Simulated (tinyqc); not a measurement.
On-chip interconnect, size-dependent resistivity and RC delay: two steps of the calculation.

A rectangular line between two neighbours and two ground planes. Surface and grain-boundary scattering are added to the bulk resistivity as corrections; capacitances are parallel-plate values without fringing; inductance is ignored.

Inputs (values chosen for the exercise); metal values close to those of aluminium:

| symbol | value | unit | meaning |
|---|---|---|---|
| rho0 | 2.65 | uohm cm | bulk resistivity |
| lam | 18.8 | nm | bulk mean free path |
| ps | 0 |  | specular share of surface scattering |
| Rg | 0.29 |  | reflection coefficient of grain boundaries |
| gr | 0.7 |  | grain size over the metal width |
| wd | 27 | nm | drawn line width |
| AR | 2.5 |  | aspect ratio, height over width |
| tl | 2.5 | nm | liner on both walls and the bottom, not conducting |
| sp | 54 | nm | space to the neighbouring lines |
| hd | 41 | nm | dielectric height to the planes above and below |
| ek | 4.2 |  | relative permittivity of the dielectric |
| Mf | 0 |  | Miller factor of the neighbours |
| Lw | 14 | um | line length |
| Rd | 780 | ohm | driver resistance |
| Cl | 3.8 | fF | load capacitance |

Constants: eps0 = 8.8541878128e-12 F/m. Results are converted to the units shown.

Task 1. Resistivity, resistance and capacitance per length. Metal width x = wd - 2 tl, height y = AR wd - tl; grain boundaries (Mayadas-Shatzkes): al = (lam/(gr x)) Rg/(1 - Rg), g = 1/[1 - 3 al/2 + 3 al^2 - 3 al^3 ln(1 + 1/al)] - 1; surfaces (Fuchs-Sondheimer, thick limit): s = (3/8) lam (1 - ps)(1/x + 1/y); rho = rho0 (1 + g + s); r = rho/(x y); c = eps0 ek (2 wd/hd + 2 Mf AR wd/sp).

Find: x; y; al; g; s; rho; r; c.

Result 1.

x = 22.000 nm
y = 65.000 nm
al = 0.49863
g = 0.69875
s = 0.42892
rho = 5.6383 uohm cm
r = 39.429 ohm/um
c = 0.048979 fF/um

Task 2. Ladder and Elmore delays. 4 equal pi sections: series Rs = r Lw/4; node capacitances c Lw/4, halved at nodes 0 and 4, with Cl added to node 4; Rd feeds node 0. Elmore delay of node k: the sum, over the resistors on the path to k, of resistance times all capacitance downstream of it.

r = 39.428759 ohm/um
c = 0.048978776 fF/um

Wanted: Rs; C; Elmore delay.

Result 2.

Rs = 138.00 ohm

```
node    C (fF)  Elmore delay (ps)
0     0.085713             3.4988
1      0.17143             4.1060
2      0.17143             4.6896
3      0.17143             5.2495
4       3.8857             5.7857
```

The far-end value equals Rd (c Lw + Cl) + r Lw (c Lw/2 + Cl) for any number of pi sections; the line resistance contributes 39.5 % of it.

Program tinyqc, `OMP_NUM_THREADS=1 python tinyqc.py 2100058 2100059 out.jsonl`; Intel Xeon 2.30GHz, shared host, one thread, about 0.01 s.
